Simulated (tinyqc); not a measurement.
Length of a molecular wire: coherent transport through a tight-binding bridge. Computed by the program tinyqc. 

A uniform bridge between two chains:
```
parameter,value
site energy (eV),1.960000
hopping in the bridge (eV),0.900000
lead hopping (eV),1.580000
couplings (eV),"0.49, 0.78"
E (eV),0.270000
```

T = Gamma_L Gamma_R |G_1n|^2 with the self-energies of semi-infinite chains.

Transmission against length:
```
sites,T,ln T
2,3.6873e-02,-3.300
3,2.7296e-02,-3.601
4,2.6153e-02,-3.644
5,3.2088e-02,-3.439
6,5.3272e-02,-2.932
7,1.4427e-01,-1.936
8,7.9648e-01,-0.228
9,2.2555e-01,-1.489
10,6.6846e-02,-2.705
```

E lies inside the band of the bridge (|E - e|/2h = 0.939 < 1): T does not decay but oscillates with length, between 0.026 and 0.796 here, as levels of the bridge pass E.
